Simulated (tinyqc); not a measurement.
Interface traps by the conductance method, one level: one step of the calculation.

MOS capacitor on an n-type substrate; psi is the band bending, negative in depletion; only majority carriers are counted. The traps exchange electrons with the conduction band; their admittance lies in parallel with Cd, and that pair in series with Cox and Rs. w = 2 pi f.

Problem. Parallel conductance and capacitance. With x = w tau: Gp/w = Cit x/(1 + x^2), Cp = Cd + Cit/(1 + x^2).

Inputs (values chosen for the exercise):
- f = 63000 Hz (signal frequency)

Cd = 202.30404 nF/cm^2
tau = 5.8473448e-7 s
Cit = 37.125480 nF/cm^2

Wanted: x; Gp/w; Cp.

Solution.

x = 0.23146
Gp/w = 8.1562 nF/cm^2
Cp = 237.54 nF/cm^2

The peak of Gp/w lies at x = 1 with the height 0.5 Cit; this frequency gives 0.220 Cit.

tinyqc, about 0.01 s, one thread, Intel Xeon 2.30GHz (shared host): `OMP_NUM_THREADS=1 python tinyqc.py 2030158 2030159 out.jsonl`
